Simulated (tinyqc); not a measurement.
Square-lattice Ising model by mean field, Bethe lattice, transfer matrix, exact enumeration and Monte Carlo steps: one step, computed by the program tinyqc. Command: `OMP_NUM_THREADS=1 python tinyqc.py 3029634 3029635 out.jsonl ising walk`. One thread of a shared host (Intel(R) Xeon(R) Processor @ 2.30GHz), about 0.04 s of CPU time with the checks.

H = -J sum over nearest pairs s_i s_j, s = +-1, no field, periodic boundaries; energies per site are in J. As a lattice gas or an alloy, s marks which species holds the site.

Problem. Transfer matrix. Strip of w sites, periodic across (for w = 2 the pair is joined by two bonds): T(s, s') = exp(K [sum_i s_i s'_i + (r(s) + r(s'))/2]), r(s) = sum_i s_i s_(i+1).

Inputs (values chosen for the exercise, for a model lattice): temperature T = 315 K; strip width w = 3.

K = 0.4494448

Give: T.

Solution.

T, lower triangle (symmetric):
```
       +++   ++-   +-+   +--   -++   -+-   --+    ---
+++  14.83
++-   2.46  2.46
+-+   2.46  0.41  2.46
+--   1.00  1.00  1.00  2.46
-++   2.46  0.41  0.41  0.17  2.46
-+-   1.00  1.00  0.17  0.41  1.00  2.46
--+   1.00  0.17  1.00  0.41  1.00  0.41  2.46
---   1.00  1.00  1.00  2.46  1.00  2.46  2.46  14.83
```
